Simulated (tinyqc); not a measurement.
Precursor delivery by bubblers, mass-transport growth and the solid composition of a III-V alloy: one step, computed by the program tinyqc.

1 sccm = 44.615 micromol/min; 1 torr = 133.322 Pa. The sources decompose fully at the surface.

Question. Partial pressures in the reactor. p_i = p n_i/(44615 F_t), F_t in slm; p_V = p F_V/(1000 F_t), counted per molecule supplied; V/III = 44.615 F_V/(n1 + n2); vapour fraction of source 2 = n2/(n1 + n2).

Inputs (values chosen for the exercise, modelled on triethylgallium (source 1) and trimethylindium (source 2) for the vapour pressures):
```
quantity             value  unit
bath temperature T1    297     K
bath temperature T2    295     K
total flow F_t         4.4   slm
group-V flow F_V        48  sccm
reactor pressure p      40  torr
```

molar flow 1 = 19.33721 micromol/min

molar flow 2 = 6.469572 micromol/min

Give: p_1; p_2; p_V; V/III ratio; vapour fraction of source 2.

Answer.

p_1 = 0.003940 torr

p_2 = 0.001318 torr

p_V = 0.4364 torr

V/III ratio = 82.98

vapour fraction of source 2 = 0.2507
